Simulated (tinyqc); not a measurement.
Frequency dispersion of an accumulation capacitance by border traps, distributed model: two steps of the calculation.

Traps spread evenly through the insulator exchange electrons with the semiconductor by tunnelling, with tau(x) = t0 exp(2 ka x) at depth x from the interface. The admittance per area Y seen at depth x obeys dY/dx = -Y^2/(i w eps0 eox) + q Nb ln(1 + i w tau)/tau, with Y(0) = i w Cs and w = 2 pi f; the gate sees Y(tox) = G + i w C. Working variable y = Y/(i w), in uF/cm^2. Cox = eps0 eox/tox.

Values chosen for this exercise; permittivity close to that of aluminium oxide:
- eox = 8.49 (relative permittivity of the insulator)
- tox = 6.6 nm (insulator thickness)
- Cs = 2.1 uF/cm^2 (semiconductor capacitance in accumulation)
- Nb = 9.7e18 cm^-3 eV^-1 (density of border traps)
- ka = 4 1/nm (decay constant of the wave function in the insulator)
- t0 = 2e-11 s (time constant of a trap at the interface)
- f = 1000 Hz (frequency)
- xe = 2.6 nm (depth down to which the steps are taken)

Constants: q = 1.602176634e-19 C, eps0 = 8.8541878128e-14 F/cm where lengths are in cm. Results are converted to the units shown.

Question 1. Scales and lumped estimate. Cox; trap-free value 1/(1/Cox + 1/Cs); response depth d = ln(1/(w t0))/(2 ka), where w tau = 1; lumped estimate: all traps within d act as C_bt = q Nb d placed at d/2, so C = 1/{1/[1/(1/Cs + d/(2 eps0 eox)) + C_bt] + (tox - d/2)/(eps0 eox)}.

Wanted: Cox; trap-free C; d; C_bt; lumped C.

Answer 1.

Cox = 1.139 uF/cm^2
trap-free C = 0.7385 uF/cm^2
d = 1.986 nm
C_bt = 0.3087 uF/cm^2
lumped C = 0.7949 uF/cm^2

The traps within reach amount to 0.147 Cs and lie in the first 30.1 % of the insulator.

Question 2. Capacitance and conductance at the gate. Beyond xe the traps are ignored, so 1/y(tox) = 1/y(xe) + (tox - xe)/(eps0 eox); C = Re y, G/w = -Im y, loss tangent G/(w C).

y at xe = 1.3989985-0.0240195i uF/cm^2

Give: y at the gate; C; G/w; loss tangent.

Answer 2.

y at the gate = 0.80204-0.00789i uF/cm^2
C = 0.80204 uF/cm^2
G/w = 0.0078929 uF/cm^2
loss tangent = 0.0098410

Numbers from tinyqc (`OMP_NUM_THREADS=1 python tinyqc.py 2202234 2202235 out.jsonl`; about 0.4 s on one thread of a shared Intel Xeon 2.30GHz).
